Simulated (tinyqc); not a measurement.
Worked calculation: RKS/B3LYP (VWN-RPA form) in the 6-311g basis, for H2, spin multiplicity 1. One step of it, computed by the program tinyqc.

Question. Iteration 2: building the Kohn-Sham matrix. J_ij = sum D_kl (ij|kl), K_ij = sum D_kl (ik|jl); F = H + J - 0.1 K + V_xc; E = tr D H + tr D J / 2 - 0.05 tr D K + E_xc + E_nn.

D after iteration 1, order 1H 1s, 1H 2s, 1H 3s, 2H 1s, 2H 2s, 2H 3s:
$$\begin{pmatrix}
0.069698 & 0.158262 & 0.002603 & 0.069698 & 0.158262 & 0.002603 \\
0.158262 & 0.359366 & 0.005911 & 0.158262 & 0.359366 & 0.005911 \\
0.002603 & 0.005911 & 0.000097 & 0.002603 & 0.005911 & 0.000097 \\
0.069698 & 0.158262 & 0.002603 & 0.069698 & 0.158262 & 0.002603 \\
0.158262 & 0.359366 & 0.005911 & 0.158262 & 0.359366 & 0.005911 \\
0.002603 & 0.005911 & 0.000097 & 0.002603 & 0.005911 & 0.000097
\end{pmatrix}$$

core Hamiltonian H = T + V (hartree), order 1H 1s, 1H 2s, 1H 3s, 2H 1s, 2H 2s, 2H 3s:
$$\begin{pmatrix}
-0.375692 & -0.912643 & -0.620237 & -0.372766 & -0.551964 & -0.487095 \\
-0.912643 & -0.965651 & -0.800295 & -0.551964 & -0.745184 & -0.688308 \\
-0.620237 & -0.800295 & -0.778509 & -0.487095 & -0.688308 & -0.711261 \\
-0.372766 & -0.551964 & -0.487095 & -0.375692 & -0.912643 & -0.620237 \\
-0.551964 & -0.745184 & -0.688308 & -0.912643 & -0.965651 & -0.800295 \\
-0.487095 & -0.688308 & -0.711261 & -0.620237 & -0.800295 & -0.778509
\end{pmatrix}$$

Two-electron integrals (ij|kl) in chemists' order, unique and non-zero (hartree):
```
(11|11) 1.393035   (21|11) 0.822971   (21|21) 0.509703   (22|11) 0.822904
(22|21) 0.543028   (22|22) 0.644106   (31|11) 0.411256   (31|21) 0.257757
(31|22) 0.279868   (31|31) 0.130794   (32|11) 0.543681   (32|21) 0.365771
(32|22) 0.452669   (32|31) 0.189803   (32|32) 0.325140   (33|11) 0.494021
(33|21) 0.340115   (33|22) 0.445993   (33|31) 0.178035   (33|32) 0.331779
(33|33) 0.361682   (41|11) 0.129707   (41|21) 0.083883   (41|22) 0.095246
(41|31) 0.042928   (41|32) 0.065525   (41|33) 0.062512   (41|41) 0.021825
(42|11) 0.216463   (42|21) 0.147798   (42|22) 0.186415   (42|31) 0.077011
(42|32) 0.134250   (42|33) 0.136508   (42|41) 0.042937   (42|42) 0.101769
(43|11) 0.166500   (43|21) 0.115029   (43|22) 0.149609   (43|31) 0.060218
(43|32) 0.109622   (43|33) 0.114623   (43|41) 0.033682   (43|42) 0.084861
(43|43) 0.072682   (44|11) 0.566520   (44|21) 0.396499   (44|22) 0.528898
(44|31) 0.208529   (44|32) 0.390868   (44|33) 0.411634   (44|41) 0.129707
(44|42) 0.352217   (44|43) 0.304918   (44|44) 1.393035   (51|11) 0.352217
(51|21) 0.220471   (51|22) 0.238823   (51|31) 0.111829   (51|32) 0.161814
(51|33) 0.151586   (51|41) 0.042937   (51|42) 0.078234   (51|43) 0.060964
(51|44) 0.216463   (51|51) 0.101769   (52|11) 0.436869   (52|21) 0.292847
(52|22) 0.359088   (52|31) 0.151751   (52|32) 0.256510   (52|33) 0.259184
(52|41) 0.065114   (52|42) 0.141224   (52|43) 0.116515   (52|44) 0.436869
(52|51) 0.141224   (52|52) 0.235443   (53|11) 0.348529   (53|21) 0.238578
(53|22) 0.307731   (53|31) 0.124596   (53|32) 0.226290   (53|33) 0.240627
(53|41) 0.054895   (53|42) 0.128897   (53|43) 0.110211   (53|44) 0.417880
(53|51) 0.116359   (53|52) 0.211200   (53|53) 0.200686   (54|11) 0.396499
(54|21) 0.276022   (54|22) 0.365340   (54|31) 0.144910   (54|32) 0.269995
(54|33) 0.285797   (54|41) 0.083883   (54|42) 0.220471   (54|43) 0.191345
(54|44) 0.822971   (54|51) 0.147798   (54|52) 0.292847   (54|53) 0.281703
(54|54) 0.509703   (55|11) 0.528898   (55|21) 0.365340   (55|22) 0.480255
(55|31) 0.191402   (55|32) 0.356306   (55|33) 0.383555   (55|41) 0.095246
(55|42) 0.238823   (55|43) 0.208179   (55|44) 0.822904   (55|51) 0.186415
(55|52) 0.359088   (55|53) 0.350269   (55|54) 0.543028   (55|55) 0.644106
(61|11) 0.304918   (61|21) 0.191345   (61|22) 0.208179   (61|31) 0.097130
(61|32) 0.141291   (61|33) 0.132660   (61|41) 0.033682   (61|42) 0.060964
(61|43) 0.047662   (61|44) 0.166500   (61|51) 0.084861   (61|52) 0.116515
(61|53) 0.095934   (61|54) 0.115029   (61|55) 0.149609   (61|61) 0.072682
(62|11) 0.417880   (62|21) 0.281703   (62|22) 0.350269   (62|31) 0.146286
(62|32) 0.252241   (62|33) 0.258533   (62|41) 0.054895   (62|42) 0.116359
(62|43) 0.095934   (62|44) 0.348529   (62|51) 0.128897   (62|52) 0.211200
(62|53) 0.189307   (62|54) 0.238578   (62|55) 0.307731   (62|61) 0.110211
(62|62) 0.200686   (63|11) 0.401626   (63|21) 0.277162   (63|22) 0.365794
(63|31) 0.145217   (63|32) 0.273299   (63|33) 0.300647   (63|41) 0.055934
(63|42) 0.128276   (63|43) 0.109684   (63|44) 0.401626   (63|51) 0.128276
(63|52) 0.230083   (63|53) 0.220280   (63|54) 0.277162   (63|55) 0.365794
(63|61) 0.109684   (63|62) 0.220280   (63|63) 0.263338   (64|11) 0.208529
(64|21) 0.144910   (64|22) 0.191402   (64|31) 0.076038   (64|32) 0.141490
(64|33) 0.150102   (64|41) 0.042928   (64|42) 0.111829   (64|43) 0.097130
(64|44) 0.411256   (64|51) 0.077011   (64|52) 0.151751   (64|53) 0.146286
(64|54) 0.257757   (64|55) 0.279868   (64|61) 0.060218   (64|62) 0.124596
(64|63) 0.145217   (64|64) 0.130794   (65|11) 0.390868   (65|21) 0.269995
(65|22) 0.356306   (65|31) 0.141490   (65|32) 0.265666   (65|33) 0.289867
(65|41) 0.065525   (65|42) 0.161814   (65|43) 0.141291   (65|44) 0.543681
(65|51) 0.134250   (65|52) 0.256510   (65|53) 0.252241   (65|54) 0.365771
(65|55) 0.452669   (65|61) 0.109622   (65|62) 0.226290   (65|63) 0.273299
(65|64) 0.189803   (65|65) 0.325140   (66|11) 0.411634   (66|21) 0.285797
(66|22) 0.383555   (66|31) 0.150102   (66|32) 0.289867   (66|33) 0.326808
(66|41) 0.062512   (66|42) 0.151586   (66|43) 0.132660   (66|44) 0.494021
(66|51) 0.136508   (66|52) 0.259184   (66|53) 0.258533   (66|54) 0.340115
(66|55) 0.445993   (66|61) 0.114623   (66|62) 0.240627   (66|63) 0.300647
(66|64) 0.178035   (66|65) 0.331779   (66|66) 0.361682
```

nuclear repulsion = 0.56900775 hartree

V_xc (hartree), order 1H 1s, 1H 2s, 1H 3s, 2H 1s, 2H 2s, 2H 3s:
$$\begin{pmatrix}
-0.499628 & -0.303638 & -0.153281 & -0.064713 & -0.141512 & -0.116710 \\
-0.303638 & -0.320129 & -0.213316 & -0.141512 & -0.208817 & -0.176466 \\
-0.153281 & -0.213316 & -0.184790 & -0.116710 & -0.176466 & -0.166504 \\
-0.064713 & -0.141512 & -0.116710 & -0.499628 & -0.303638 & -0.153281 \\
-0.141512 & -0.208817 & -0.176466 & -0.303638 & -0.320129 & -0.213316 \\
-0.116710 & -0.176466 & -0.166504 & -0.153281 & -0.213316 & -0.184790
\end{pmatrix}$$

E_xc = sum of w rho eps_xc = -0.58875352 hartree

Give: Coulomb J; exchange K; Kohn-Sham matrix F; total energy of this density.

Answer.

Coulomb J (hartree), order 1H 1s, 1H 2s, 1H 3s, 2H 1s, 2H 2s, 2H 3s:
$$\begin{pmatrix}
1.546 & 1.016 & 0.524 & 0.220 & 0.482 & 0.400 \\
1.016 & 1.214 & 0.860 & 0.482 & 0.786 & 0.704 \\
0.524 & 0.860 & 0.862 & 0.400 & 0.704 & 0.763 \\
0.220 & 0.482 & 0.400 & 1.546 & 1.016 & 0.524 \\
0.482 & 0.786 & 0.704 & 1.016 & 1.214 & 0.860 \\
0.400 & 0.704 & 0.763 & 0.524 & 0.860 & 0.862
\end{pmatrix}$$

exchange K (hartree), order 1H 1s, 1H 2s, 1H 3s, 2H 1s, 2H 2s, 2H 3s:
$$\begin{pmatrix}
0.919 & 0.909 & 0.621 & 0.534 & 0.723 & 0.571 \\
0.909 & 1.025 & 0.744 & 0.723 & 0.917 & 0.711 \\
0.621 & 0.744 & 0.559 & 0.571 & 0.711 & 0.548 \\
0.534 & 0.723 & 0.571 & 0.919 & 0.909 & 0.621 \\
0.723 & 0.917 & 0.711 & 0.909 & 1.025 & 0.744 \\
0.571 & 0.711 & 0.548 & 0.621 & 0.744 & 0.559
\end{pmatrix}$$

Kohn-Sham matrix F (hartree), order 1H 1s, 1H 2s, 1H 3s, 2H 1s, 2H 2s, 2H 3s:
$$\begin{pmatrix}
0.579 & -0.291 & -0.312 & -0.271 & -0.284 & -0.261 \\
-0.291 & -0.175 & -0.228 & -0.284 & -0.260 & -0.231 \\
-0.312 & -0.228 & -0.157 & -0.261 & -0.231 & -0.169 \\
-0.271 & -0.284 & -0.261 & 0.579 & -0.291 & -0.312 \\
-0.284 & -0.260 & -0.231 & -0.291 & -0.175 & -0.228 \\
-0.261 & -0.231 & -0.169 & -0.312 & -0.228 & -0.157
\end{pmatrix}$$

total energy of this density = -1.12248 hartree
